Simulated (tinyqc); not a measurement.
Worked calculation: lattice vibrations of a chain. Computed by tinyqc, a small Python program that keeps every step. Command: `OMP_NUM_THREADS=1 python tinyqc.py 31518 31519 out.jsonl` (the two numbers bound the seeds that draw the settings). One thread of a shared host (Intel(R) Xeon(R) Processor @ 2.60GHz), about 0.01 s of CPU time with the checks.

## Dynamical matrix at q = 0.41

A chain moving along its axis:
```
atom                mass (u)  spring to the next atom (eV/angstrom^2)
1                  85.600000                                29.200000
2                  57.400000                                18.200000
second neighbours          -                                 1.500000
```

q is in units of 2 pi/a. A spring k from atom i to atom j, n cells on, adds k to Phi_ii and Phi_jj, -k exp(2 pi i q n) to Phi_ij and the conjugate to Phi_ji (for one atom a cell: 2k (1 - cos 2 pi q n)); D_ij = Phi_ij / sqrt(m_i m_j).

D(q) (eV/(angstrom^2 u)):
```
                     1                    2
1             0.618376  -0.197347+0.139124i
2  -0.197347-0.139124i             0.922177
```

## Frequencies

omega^2 are the eigenvalues; wavenumber = 521.4708 sqrt(eigenvalue) 1/cm.

eigenvalues: 0.485013  1.055540

wavenumbers (1/cm): 363.2  535.8

weights |e|^2 of the mass-weighted modes:
```
          mode 1    mode 2
atom 1  0.766246  0.233754
atom 2  0.233754  0.766246
```

## Dispersion and heat capacity

C/k_B per atom = mean over q = (j + 1/2)/80, j = 0..39 and all branches of y^2 e^y/(e^y - 1)^2, y = hc wavenumber / k_B T.

Wavenumbers (1/cm):
```
q           branch 1    branch 2
0.000000    0.000000  612.483484
0.062500   64.360392  610.574377
0.125000  127.537830  604.834044
0.187500  188.341346  595.248158
0.250000  245.528496  581.888788
0.312500  297.651481  565.126862
0.375000  342.574071  546.178079
0.437500  376.047732  528.585264
0.500000  389.442992  520.534097
```

Heat capacity:
```
T (K)  C/k_B per atom
20           0.044426
50           0.113437
100          0.244855
200          0.529035
300          0.717831
600          0.912022
1200         0.976608
```

zero-point energy per atom = 24.956455 meV
